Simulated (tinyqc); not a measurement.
# Free and trapped electrons in a MOS channel with a dense trap tail: effects of single changes

p-type body, charge-sheet picture, full ionisation (an idealisation for deep acceptors), Boltzmann statistics for free electrons. e = Ec - EF at the surface. Acceptor-like traps of density D(E) = D0 + De exp(-E/Ew) at depth E below Ec, from 0 to Eu, hold n_t = integral of D(E)/(1 + exp((e - E)/Vt)). psi = Eg - Vt ln(Nv/Na) - e; N_dep = sqrt(2 eps0 eps_r Na (psi - Vt)/q); n_f = sqrt(N_dep^2 + 2 eps0 eps_r Vt Nc exp(-e/Vt)/q) - N_dep; Vg = Vfb + psi + q (N_dep + n_t + n_f)/Cox, Cox = eps0 eox/tox.

Values chosen for this exercise; band and dielectric values close to those of 4H silicon carbide:
```
symbol    value         unit                                             meaning
T           300            K                                         temperature
Eg         3.22           eV                                            band gap
eps_r       9.8                                            relative permittivity
Nc      1.68e19        cm^-3              conduction-band density of states at T
Nv      2.49e19        cm^-3                 valence-band density of states at T
eox         3.9                           relative permittivity of the insulator
tox          65           nm                                 insulator thickness
Na       3.4e15        cm^-3                                    acceptor density
Vfb       -2.74            V            flat-band voltage without trapped charge
D0         9e10  cm^-2 eV^-1  constant background density of acceptor-like traps
De       3.1e12  cm^-2 eV^-1          density of the tail at the conduction edge
Ew         0.11           eV                            decay energy of the tail
Eu         0.73           eV        depth below Ec down to which the traps reach
mf          130   cm^2/(V s)                          mobility of free electrons
```

Constants: q = 1.602176634e-19 C, kB = 1.380649e-23 J/K, Vt = kB T/q, eps0 = 8.8541878128e-14 F/cm where lengths are in cm. Results are converted to the units shown.

Each table varies one quantity; the others keep the values above.

## Free and trapped charge against gate voltage

Free share n_f/(n_f + n_t); swing ln 10 n_f/(dn_f/dVg); field-effect mobility mf q (dn_f/dVg)/Cox, for a constant mf; oxide field q (N_dep + n_t + n_f)/(eps0 eox).

Free and trapped charge against gate voltage:
columns A: Vg (V); B: e (eV); C: n_f (cm^-2); D: n_t (cm^-2); E: free share (%); F: swing (mV/decade); G: field-effect mobility (cm^2/(V s)); H: oxide field (MV/cm)
```
A             B         C         D         E        F        G       H
0.9      0.3969   1.644e6  3.967e10  0.004145    103.5  0.01434  0.1611
2.1      0.1016  1.200e11  2.025e11     37.20     1197    90.45  0.3003
3.3     0.05925  4.361e11  2.678e11     61.95     3552    110.8  0.4784
4.5     0.03674  7.868e11  3.063e11     71.98     6043    117.5  0.6595
5.7     0.02100  1.153e12  3.321e11     77.63     8578    121.3  0.8417
6.9    0.008830  1.528e12  3.500e11     81.36  1.115e4    123.7   1.024
8.1   -0.001095  1.909e12  3.627e11     84.04  1.375e4    125.4   1.208
9.3   -0.009470  2.295e12  3.718e11     86.06  1.638e4    126.5   1.391
10.5   -0.01671  2.683e12  3.786e11     87.64  1.904e4    127.3   1.574
```

What does the comparison show?

n_f reaches 1e11 cm^-2 at Vg = 2.01 V, against 1.42 V without traps. The free share rises from 0.00415 to 87.6 % and the field-effect mobility rises from 0.0143 to 127 cm^2/(V s), although mf = 130 is constant: in the last row 97.9 % of Cox dVg goes into free electrons. The swing in the first row is 104 mV a decade (Vt ln 10 = 59.5). For Vg = 4.5, 5.7, 6.9, 8.1, 9.3, 10.5 EF lies less than 2 Vt below the band edge, or above it, where degeneracy and confinement, left out, matter.

## Effect of the decay energy of the tail

VT is the Vg for n_f = 1e11 cm^-2; swing ln 10 n_f/(dn_f/dVg) at n_f = 1e8 cm^-2; the last three columns are for Vg = VT + 5.2 V, with free share n_f/(n_f + n_t) and field-effect mobility mf q (dn_f/dVg)/Cox; there EF is near the band edge, where Boltzmann statistics are rough.

Results:
columns A: Ew (eV); B: e at VT (eV); C: VT (V); D: q n_t/Cox at VT (V); E: swing (mV/decade); F: n_f (cm^-2); G: free share (%); H: field-effect mobility (cm^2/(V s))
```
A          B      C       D      E         F      G      H
0.03  0.1070  1.615  0.1921  87.52  1.720e12  93.08  126.3
0.05  0.1070  1.673  0.2504  90.07  1.687e12  90.31  125.5
0.07  0.1070  1.765  0.3424  98.54  1.661e12  87.50  124.9
0.09  0.1070  1.881  0.4579  112.9  1.642e12  84.76  124.5
0.13  0.1070  2.152  0.7296  151.4  1.615e12  79.66  124.0
0.15  0.1070  2.298  0.8753  172.2  1.605e12  77.33  123.8
0.17  0.1070  2.445   1.023  192.8  1.597e12  75.18  123.6
```

Estimate the missing row, Ew = 0.11 eV.

Computed row:
columns A: Ew (eV); B: e at VT (eV); C: VT (V); D: q n_t/Cox at VT (V); E: swing (mV/decade); F: n_f (cm^-2); G: free share (%); H: field-effect mobility (cm^2/(V s))
```
A          B      C       D      E         F      G      H
0.11  0.1070  2.012  0.5890  131.2  1.627e12  82.14  124.2
```

With this row back in the table: As Ew goes from 0.03 to 0.17, VT rises from 1.61 to 2.45 V, its part due to traps rises from 0.192 to 1.02 V, the swing rises from 87.5 to 193 mV/decade and the field-effect mobility falls from 126 to 124 cm^2/(V s).

Numbers from tinyqc (`OMP_NUM_THREADS=1 python tinyqc.py 2222069 2222070 out.jsonl`; about 0.04 s on one thread of a shared Intel Xeon 2.30GHz).
